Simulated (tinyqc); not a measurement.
Linear model of a band gap against the share of exact exchange, step by step. Values are carried at full precision from step to step, so a last printed digit may differ when a step is redone from the rounded ones.

E(alpha) = E0 + S alpha. A wider gap screens less, modelled in the Penn form eps(alpha) = 1 + (e0 - 1)(EP/(EP + S alpha))^2 with a scale EP chosen for the exercise. A dielectric-dependent hybrid takes alpha = 1/eps.

Parameters, chosen for this exercise (of the order of those of diamond; shifted at random, so the results belong to these values and not to a real crystal):
```
symbol   value  unit  meaning
E0       3.99   eV    gap of the semi-local functional
S        7.96   eV    slope dE/d(alpha)
e0       6.44         optical dielectric constant at alpha = 0
EP       25.2   eV    energy scale of the screening
Et       5.5    eV    target gap
a_start  0            starting alpha
fv       0.48         share of the opening taken by the valence edge
Ed       0.72   eV    defect level above the semi-local valence top
cd       0            shift of the level per unit opening, on the scale of the mean potential
```

## Fixed shares

Gap, error against the target and eps for alpha = 0, 0.25 and 1/e0; and the alpha that meets the target, (Et - E0)/S.

Results:
```
alpha   E (eV)  E - Et (eV)    eps
0.0000   3.990       -1.510  6.440
0.2500   5.980        0.480  5.673
0.1553   5.226       -0.274  5.943
```

alpha for the target = 0.1897

A quarter of exact exchange overshoots the target by 0.48 eV: the material needs 0.190, and 1/e0 = 0.155 lies closer to it than 0.25 does.

## Self-consistent share

Iterate alpha -> 1/eps(alpha) seven times from a_start. The fixed point solves alpha eps(alpha) = 1; the contraction factor there is 2 (eps - 1) S/((EP + S alpha) eps^2).

Iterates:
```
step    alpha     eps  E (eV)
0     0.00000  6.4400  3.9900
1     0.15528  5.9432  5.2260
2     0.16826  5.9048  5.3293
3     0.16935  5.9016  5.3381
4     0.16945  5.9013  5.3388
5     0.16945  5.9013  5.3389
6     0.16946  5.9013  5.3389
7     0.16946  5.9013  5.3389
```

fixed point = 0.16946
contraction factor = 0.0844

The factor is positive, so the iterates approach from one side, the error shrinking to 0.08 of itself each step; the gap is within 0.01 eV of its limit from step 2. Self-consistency moves the gap by +0.113 eV against the one-shot choice 1/e0, since a wider gap screens less.

## Band edges and a deep level

The opening c = S alpha lowers the valence top by fv c and raises the conduction edge by (1 - fv) c, both against the mean potential; the level moves by cd c. Use the fixed point. Compare with stretching the level in proportion to the gap and with pinning it to either edge.

opening c = 1.349 eV

shifts of the valence and conduction edges (eV): -0.647  0.701

level above the valence top = 1.367 eV
level below the conduction edge = 3.971 eV

level above the valence top: stretched, tied to the valence edge, tied to the conduction edge (eV): 0.963  0.720  2.069

The three recipes err by -0.40, -0.65 and +0.70 eV against alignment through the mean potential. A localised level with cd = 0 stays put while the edges move away from it.

## Checks

- Fixed point by bisection against 60 substitutions: both 0.16946.

Computed by tinyqc, a small Python program: `OMP_NUM_THREADS=1 python tinyqc.py 1881094 1881095 out.jsonl` (the numbers bound the seed that draws the inputs); one thread of a shared host (Intel(R) Xeon(R) Processor @ 2.30GHz), about 0.01 s for the whole set of steps.
